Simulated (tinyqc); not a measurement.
# Carrier lifetime of an n-type layer with SRH, radiative, Auger and surface recombination: two studies

Uniform excess density dn = dp (no trapping), n = n0 + dn, p = p0 + dn, Boltzmann statistics, full ionisation. Surfaces enter as a rate 2 S dn/d, which holds while diffusion to them is fast.

Parameters, values chosen for the exercise; band and dielectric values close to those of germanium:
```
symbol,value,unit,meaning
T,300,K,temperature
Eg,0.669,eV,band gap
Nc,1.05e19,cm^-3,conduction-band density of states at T
Nv,6.09e18,cm^-3,valence-band density of states at T
B,6.37e-14,cm^3/s,radiative coefficient
N,4.2e17,cm^-3,donor density
Cn,1.2e-30,cm^6/s,Auger coefficient (two electrons)
Cp,5.6e-31,cm^6/s,Auger coefficient (two holes)
Nt,1e11,cm^-3,trap density
sn,1e-17,cm^2,capture cross-section for electrons
sp,2e-16,cm^2,capture cross-section for holes
vth,1.1e7,cm/s,thermal velocity (both carriers)
Et,0.19,eV,trap level below the conduction band
S,0,cm/s,surface recombination velocity (both faces)
d,20,um,sample thickness
```

Constants: q = 1.602176634e-19 C, kB = 1.380649e-23 J/K, Vt = kB T/q. Results are converted to the units shown.

Each table varies one quantity; the others keep the values above.

## Lifetime against injection

ni = sqrt(Nc Nv) exp(-Eg/(2 Vt)), Eg in volts; majority density N/2 + sqrt(N^2/4 + ni^2), n0 p0 = ni^2; n1 = Nc exp(-Et/Vt), p1 = Nv exp((Et - Eg)/Vt); tn0 = 1/(sn vth Nt), tp0 = 1/(sp vth Nt). With e = n p - ni^2 = dn (n0 + p0 + dn): U_SRH = e/(tp0 (n + n1) + tn0 (p + p1)), U_rad = B e, U_Aug = (Cn n + Cp p) e, U_s = 2 S dn/d. Each tau is dn over its rate; tau = dn/U with U the sum.

Lifetime against injection:
```
dn (cm^-3),tau_SRH (s),tau_rad (s),tau_Aug (s),tau (s),radiative share (%),largest path
1e11,0.004619,3.738e-5,4.724e-6,4.190e-6,11.21,Auger
1e12,0.004619,3.738e-5,4.724e-6,4.190e-6,11.21,Auger
1e13,0.004621,3.738e-5,4.724e-6,4.190e-6,11.21,Auger
1e14,0.004640,3.737e-5,4.721e-6,4.188e-6,11.21,Auger
1e15,0.004834,3.729e-5,4.696e-6,4.168e-6,11.18,Auger
1e16,0.006731,3.651e-5,4.459e-6,3.971e-6,10.88,Auger
1e17,0.02209,3.019e-5,2.828e-6,2.586e-6,8.564,Auger
1e18,0.06859,1.106e-5,3.111e-7,3.025e-7,2.737,Auger
1e19,0.09179,1.507e-6,5.301e-9,5.282e-9,0.3506,Auger
```

Auger recombination leads at dn = 1e11 and in all other rows. The total lifetime falls from 4.19e-6 to 5.28e-9 s. tau_SRH goes from 0.00462 s (low-injection limit 0.00462 s) to 0.0918 s (high-injection limit tn0 + tp0 = 0.0955 s). Between the last two rows tau_rad goes as dn^(-0.87) and tau_Aug as dn^(-1.77); the radiative share falls from 11.2 to 0.351 %. For dn = 1e19 the carriers are degenerate, where B and the Auger coefficients no longer stay constant.

## Effect of the donor density at dn = 8e13 cm^-3

Same model as above.

Here dn = 8e13 cm^-3.

Effect of the donor density at dn = 8e13 cm^-3:
```
N (cm^-3),tau_SRH (s),tau_rad (s),tau_Aug (s),tau (s),radiative share (%),largest path
1e14,0.2091,0.08389,20.01,0.05969,71.15,radiative
4e14,0.08349,0.03258,3.334,0.02327,71.43,radiative
2e15,0.02280,0.007546,0.1892,0.005505,72.95,radiative
6e15,0.01079,0.002582,0.02240,0.001906,73.83,radiative
3e16,0.005808,5.219e-4,9.199e-4,3.149e-4,60.34,radiative
1e17,0.004925,1.569e-4,8.317e-5,5.376e-5,34.27,Auger
4e17,0.004640,3.924e-5,5.206e-6,4.591e-6,11.70,Auger
2e18,0.004564,7.849e-6,2.083e-7,2.029e-7,2.585,Auger
```

Radiative recombination leads at N = 1e14, Auger from 1e17 on. tau_SRH falls from 0.209 to 0.00456 s and the total lifetime falls from 0.0597 to 2.03e-7 s. Between the last two rows tau_rad goes as N^(-1.00) and tau_Aug as N^(-2.00).

tinyqc, about 0.01 s, one thread, Intel Xeon 2.30GHz (shared host): `OMP_NUM_THREADS=1 python tinyqc.py 2300004 2300005 out.jsonl`
